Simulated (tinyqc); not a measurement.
Inside a calculation. Model: Monte Carlo simulation of one carrier in a uniform electric field. Computed by tinyqc, a small Python program that keeps every step. Command: `OMP_NUM_THREADS=1 python tinyqc.py 3028504 3028505 out.jsonl mcfl walk`. One thread of a shared host (Intel(R) Xeon(R) Processor @ 2.30GHz), about 3 s of CPU time with the checks. Intermediate numbers are printed to about 6 digits and carried at full precision; extremes and crossings named in words are read from the listed rows.

The force e F acts along +z. Flights end at the constant total rate Gamma; the part of Gamma that the real rates do not fill is self-scattering, which leaves k unchanged. One valley, no impurities and no intervalley scattering.

Inputs (values chosen for the exercise, modelled on CdTe): effective mass m = 0.0993 m_0; non-parabolicity alpha = 0.53 1/eV; static permittivity eps_s = 10.2; high-frequency permittivity eps_inf = 7.1; density rho = 5850 kg/m^3; sound velocity v_l = 3420 m/s; acoustic deformation potential D_A = 6.3 eV; optical phonon energy hbar w = 20.6 meV; lattice temperature T = 200 K; electric field F = 0.13 kV/cm; energy E_max up to which Gamma must cover the rates = 0.4 eV; seed of the random numbers = 41220.

Crystal: polar. Band: Kane.

starting wave vector (1/nm): [-0.15, -0.016, 0.26]

Constants: k_B = 1.380649e-23 J/K; e = 1.602176634e-19 C; hbar = 1.054571817e-34 J s; m_0 = 9.1093837015e-31 kg; hbar = 6.582119569e-16 eV s; eps_0 = 8.8541878128e-12 F/m; k_B = 8.617333262e-05 eV/K.

## Total rate Gamma

Kane band: hbar^2 k^2/(2 m) = E (1 + alpha E), speed v = hbar k/(m (1 + 2 alpha E)), states per spin, volume and energy g(E) = m k (1 + 2 alpha E)/(2 pi^2 hbar^2); overlap factors are set to 1. Masses are multiplied by m_0 and all formulas are in SI units. Phonon occupation N_q = 1/(exp(hbar w/(k_B T)) - 1). Acoustic deformation potential (elastic, equipartition, absorption and emission together): 1/tau = 2 pi k_B T D_A^2 g(E)/(hbar rho v_l^2). Polar optical, unscreened: W = e^2 w (1/eps_inf - 1/eps_s) m (1 + 2 alpha E') ln|(k + k')/(k - k')| / (4 pi eps_0 hbar^2 k), times N_q for absorption (E' = E + hbar w) and N_q + 1 for emission (E' = E - hbar w > 0), with alpha = 0 for a parabolic band; mean cosine of the angle <cos> = (k^2 + k'^2)/(2 k k') - 1/ln|(k + k')/(k - k')|. Gamma is 1.05 times the largest total rate on the grid E = (j + 1/2) E_max/400, j = 0..399.

largest total rate = 28.9467 1e12/s

energy of the largest rate = 69.5 meV

Gamma = 30.3941 1e12/s

## Flight 1

Random numbers (0.02 to 0.98, from up to 60 sets tried for early real events), one row a flight, columns r1, r2, r3, r4:
$$\begin{pmatrix}
0.6582 & 0.2535 & 0.2986 & 0.0391 \\
0.6527 & 0.0613 & 0.9185 & 0.4356 \\
0.8087 & 0.8618 & 0.3125 & 0.4805 \\
0.5909 & 0.0984 & 0.5574 & 0.2975 \\
0.8311 & 0.3206 & 0.5726 & 0.3186 \\
0.5639 & 0.0292 & 0.7687 & 0.7322 \\
0.7220 & 0.3206 & 0.8605 & 0.0590
\end{pmatrix}$$

Flight: t = -ln(r1)/Gamma; k_z grows by e F t/hbar; E follows from the band; dz = (E_end - E_start)/(e F). Use row 1 of the random numbers.

flight time t = 13.7608 fs

k at the end of the flight (1/nm): [-0.150000, -0.016000, 0.260272]

energy at the end = 34.1059 meV

displacement dz = 4.02782 nm

## Scattering event 1

Choice: with cumulative rates in the order acoustic, absorption, emission, the process is the first whose sum exceeds r2 Gamma; if none, self-scattering. Final state: E' = E, E + hbar w or E - hbar w gives k'. Isotropic processes: cos(theta) = 1 - 2 r3 from the z axis, phi = 2 pi r4, k' (sin theta cos phi, sin theta sin phi, cos theta). Polar processes: cos(b) = [1 + xi - (1 + 2 xi)^r3]/xi, xi = 2 k k'/(k - k')^2, b from the old direction n; new direction cos b n + sin b (cos phi e1 + sin phi e2), e1 = (z x n)/|z x n|, e2 = n x e1.

cumulative rates (1e12/s): acoustic 0.3146, absorption 8.4427, emission 26.3014

r2 Gamma = 7.70490 1e12/s

Process chosen: absorption

k after event 1, the start of the next flight (1/nm): [-0.131437, -0.155619, 0.324379]

## Flight 2

Use row 2 of the random numbers.

flight time t = 14.0369 fs

k at the end of the flight (1/nm): [-0.131437, -0.155619, 0.324656]

energy at the end = 54.7712 meV

displacement dz = 5.01939 nm

## Scattering event 2

The formulas are those given above.

cumulative rates (1e12/s): acoustic 0.4093, absorption 8.0868, emission 28.7489

r2 Gamma = 1.86316 1e12/s

Process chosen: absorption

k after event 2, the start of the next flight (1/nm): [-0.157475, 0.422161, -0.035636]

## All printed flights

Drift estimate: sum dz / sum t.

Flights:
```
flight   t (fs)  E at the end (meV)   dz (nm)     process  k_x (1/nm)  k_y (1/nm)  k_z (1/nm)
1       13.7608             34.1059   4.02782  absorption   -0.131437   -0.155619    0.324379
2       14.0369             54.7712   5.01939  absorption   -0.157475    0.422161   -0.035636
3        6.9858             75.3677  -0.26824    emission   -0.014404    0.382737   -0.013793
4       17.3096             54.7643  -0.25981  absorption    0.067098    0.370181    0.250464
5        6.0869             75.3857   1.64627    emission    0.121869    0.105526    0.347774
6       18.8484             54.8796   7.22612  absorption    0.370388    0.258949   -0.018746
7       10.7169             75.4768  -0.21564    emission   -0.196760    0.298726    0.138688
```

drift estimate from these flights = 195748 m/s

0 of the 7 flights end in self-scattering. So few flights say little about the drift velocity: the estimate is noise at this length.

## Low-field mobility from the linear Boltzmann equation

On the grid E_j = (j + 1/2) hbar w/12 up to 20 k_B T + 2 hbar w, solve (sum of rates) l(E) = v(E) + W_abs <cos> l(E + hbar w) + W_em <cos> l(E - hbar w); mu_0 = e sum g v l exp(-E/k_B T)/(3 k_B T sum g exp(-E/k_B T)).

low-field mobility mu_0 = 1687.37 cm^2/(V s)

## Long runs: velocity against field

Each row: 250 carriers from a thermal start, 1600 flights each, the first half discarded, random numbers not printed; the error is the standard error over ten groups; the mean energy is taken at the ends of flights, which sample time evenly. Fields at which more than 0.02 % of the events exceed Gamma are left out.

Monte Carlo results:
```
F (kV/cm)  drift velocity (1e5 m/s)  error (1e5 m/s)  mu_0 F (1e5 m/s)  mean energy (meV)  real events (%)
0.033                        0.0107           0.0088         0.0055683               26.3             56.6
0.065                        0.0153           0.0092         0.0109679               26.4             56.6
0.130                        0.0272           0.0110         0.0219358               26.6             56.5
0.260                        0.0419           0.0096         0.0438716               26.6             56.6
0.520                        0.0911           0.0094         0.0877432               26.5             56.7
```

At the lowest field the drift velocity is 1.92 +/- 1.58 of the ohmic value mu_0 F, at the highest 1.04 +/- 0.11. The mean energy stays at 26 meV against the parabolic-band thermal value 3 k_B T/2 = 26 meV: the curve ends near the ohmic line. Only 56 to 57 % of the events are real; the rest is the price of a constant Gamma.

Checks made by the program: energy gained in the printed flights against e F dz (relative difference 8e-09).
